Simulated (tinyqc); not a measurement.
What moves the results: alloy A(1-x)B(x) by interpolation with bowing. A value that a table varies takes the place of the one given here.

Each gap follows E(x) = (1 - x) E_A + x E_B - C x (1 - x); the lattice constant follows Vegard, a(x) = (1 - x) a_A + x a_B.

Mass at Gamma from the Kane formula 1/m = F + Ep (Eg + 2 Dso/3)/(Eg (Eg + Dso)). F is fixed by the masses of A and B and interpolated linearly, as is Ep; Eg and Dso carry their bowing.

Constants: hc = 1239.841984 eV nm.

Values chosen for the exercise (A near GaAs, B near GaSb; the results hold for these values, not for the real material): a = (5.652, 6.093) angstrom (lattice constant of A, B); Eg = (1.515, 0.816) eV (gap at Gamma to the s-like level of A, B); EgX = (1.959, 1.125) eV (gap to the lowest valley along Gamma-X of A, B); EgL = (1.796, 0.868) eV (gap to L of A, B); C = (1.543, 1.134, 1.258) eV (bowing of the Gamma, X and L gaps); Dso = (0.345, 0.749) eV (spin-orbit splitting of A, B); Ep = (26, 27) eV (Kane energy of A, B); me = (0.0669, 0.0388) m0 (electron mass at Gamma of A, B); Cs = 0.58 eV (bowing of Dso); x = 0.11 (fraction of B).

## Gaps across the alloy

Eleven compositions.

Gaps (eV):

| x | a (angstrom) | Gamma | X | L | lowest | wavelength (nm) |
|---|---|---|---|---|---|---|
| 0.0 | 5.6520 | 1.515 | 1.959 | 1.796 | Gamma | 818 |
| 0.1 | 5.6961 | 1.306 | 1.774 | 1.590 | Gamma | 949 |
| 0.2 | 5.7402 | 1.128 | 1.611 | 1.409 | Gamma | 1099 |
| 0.3 | 5.7843 | 0.981 | 1.471 | 1.253 | Gamma | 1264 |
| 0.4 | 5.8284 | 0.865 | 1.353 | 1.123 | Gamma | 1433 |
| 0.5 | 5.8725 | 0.780 | 1.258 | 1.018 | Gamma | 1590 |
| 0.6 | 5.9166 | 0.725 | 1.186 | 0.937 | Gamma | 1709 |
| 0.7 | 5.9607 | 0.702 | 1.137 | 0.882 | Gamma | 1767 |
| 0.8 | 6.0048 | 0.709 | 1.110 | 0.852 | Gamma | 1749 |
| 0.9 | 6.0489 | 0.747 | 1.106 | 0.848 | Gamma | 1660 |
| 1.0 | 6.0930 | 0.816 | 1.125 | 0.868 | Gamma | 1519 |

How do the results move?

The lowest valley is Gamma at every x. The Gamma gap has a minimum inside the range, 0.701 eV at x = (C - (E_B - E_A))/(2C) = 0.727, since the bowing exceeds the difference of the end gaps.

## Three ways to interpolate a mass

Linear in m, linear in 1/m, and the Kane formula.

Masses (m0):

| x | Eg (eV) | linear in m | linear in 1/m | Kane | Kane m/Eg (1/eV) |
|---|---|---|---|---|---|
| 0.000 | 1.515 | 0.0669 | 0.0669 | 0.0669 | 0.0442 |
| 0.125 | 1.259 | 0.0634 | 0.0613 | 0.0554 | 0.0440 |
| 0.250 | 1.051 | 0.0599 | 0.0566 | 0.0463 | 0.0441 |
| 0.375 | 0.891 | 0.0564 | 0.0526 | 0.0396 | 0.0444 |
| 0.500 | 0.780 | 0.0529 | 0.0491 | 0.0350 | 0.0449 |
| 0.625 | 0.716 | 0.0493 | 0.0461 | 0.0327 | 0.0456 |
| 0.750 | 0.701 | 0.0458 | 0.0434 | 0.0325 | 0.0463 |
| 0.875 | 0.735 | 0.0423 | 0.0410 | 0.0345 | 0.0469 |
| 1.000 | 0.816 | 0.0388 | 0.0388 | 0.0388 | 0.0475 |

How do the results move?

At x = 0.5 the three give 0.0529, 0.0491 and 0.0350; judged by the largest distance, the Kane value is closer to the interpolation in 1/m (largest distances 0.0178 m0 from the rule in m, 0.0141 m0 from the rule in 1/m), and it dips below both end values, following the bowed gap, which neither rule can do. The ratio m/Eg varies by a factor of 1.08 while the gap varies by 2.16; a constant ratio is the two-band rule m = Eg/Ep at fixed Ep.

## What each parameter does

Gaps at x and the Kane mass. Each row changes one parameter from the base and keeps the others.

Results:

| case | Gamma (eV) | X (eV) | L (eV) | mass (m0) |
|---|---|---|---|---|
| base | 1.2871 | 1.7562 | 1.5708 | 0.0567 |
| x = 0.15 | 1.2134 | 1.6893 | 1.4964 | 0.0534 |
| C = (1.643, 1.234, 1.358) eV | 1.2773 | 1.7465 | 1.5610 | 0.0562 |
| Eg = (1.591, 0.816) eV | 1.3547 | 1.7562 | 1.5708 | 0.0575 |
| EgX = (1.959, 1.069) eV | 1.2871 | 1.7501 | 1.5708 | 0.0567 |
| EgL = (1.706, 0.868) eV | 1.2871 | 1.7562 | 1.4907 | 0.0567 |
| Ep = (28.6, 29.7) eV | 1.2871 | 1.7562 | 1.5708 | 0.0562 |
| Cs = 0.63 eV | 1.2871 | 1.7562 | 1.5708 | 0.0566 |

What can be read from the table?

The largest shifts from the base row, up to three for each result and ties (the steps differ in size, so this ranks the rows, not the parameters). Gamma (eV): x -0.0736, Eg +0.0676, C -0.0098; unchanged at the printed digits by EgX, EgL, Ep and Cs. X (eV): x -0.0669, C -0.0098, EgX -0.0062; unchanged at the printed digits by Eg, EgL, Ep and Cs. L (eV): EgL -0.0801, x -0.0744, C -0.0098; unchanged at the printed digits by Eg, EgX, Ep and Cs. mass (m0): x -0.0033, Eg +0.0008, Ep -0.0005; unchanged at the printed digits by EgX and EgL.

Computed by tinyqc, a small Python program: `OMP_NUM_THREADS=1 python tinyqc.py 1080714 1080715 out.jsonl` (the numbers bound the seed that draws the inputs); one thread of a shared host (Intel(R) Xeon(R) Processor @ 2.30GHz), about 0.01 s for the whole set of steps.
